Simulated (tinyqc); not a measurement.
## Voltage acceleration of oxide breakdown, four models on the same data: lifetime against voltage in four models

Field E = V/tox in MV/cm. Models: ln(t63/1 s) = a - c X with X = E (E model), -1/E (1/E model), ln V (power law, c the exponent n) or sqrt(E).

a and c were fitted to stress data from 3.92 to 5.5 V. Project to Vu, multiply by exp[(Ea q/kB)(1/Tu - 1/Ts)] and by ks; ten years are 3.15576e8 s.

Inputs (values chosen for the exercise): oxide thickness tox = 5.5 nm; stress temperature Ts = 373 K; use temperature Tu = 328 K; activation energy Ea = 0.74 eV; factor for area and percentile ks = 5.3e-6.

Constants: q = 1.602176634e-19 C, kB = 1.380649e-23 J/K. Results are converted to the units shown.

```
model         c         a
E       4.28044   45.5392
1/E     300.549  -26.9265
power   36.0998   64.4675
sqrt E  24.9026   81.5777
```

Lifetime against voltage in four models:
```
Vu (V)  log10 years, E  log10 years, 1/E  log10 years, power  log10 years, sqrt E
1.92             1.885             14.29               6.368                3.819
2.34            0.4653             7.582               3.266                1.718
2.77           -0.9881             2.820              0.6214              -0.2453
3.19            -2.408           -0.5925              -1.592               -2.020
3.62            -3.861            -3.266              -3.574               -3.720
4.04            -5.281            -5.327              -5.295               -5.286
4.47            -6.734            -7.037              -6.881               -6.806
4.89            -8.154            -8.416              -8.289               -8.222
```

The four agree within 0.26 decades in the last row, inside the stress range, and part by 12.4 decades in the first. The local exponent -d ln t/d ln V is c E for the E model, which shrinks as V falls, constant for the power law, and c/E for the 1/E model, which grows as V falls.

Range of the model: All four laws are empirical fits; none is established far below the stress range.

tinyqc, about 0.01 s, one thread, Intel Xeon 2.30GHz (shared host): `OMP_NUM_THREADS=1 python tinyqc.py 2070172 2070173 out.jsonl`
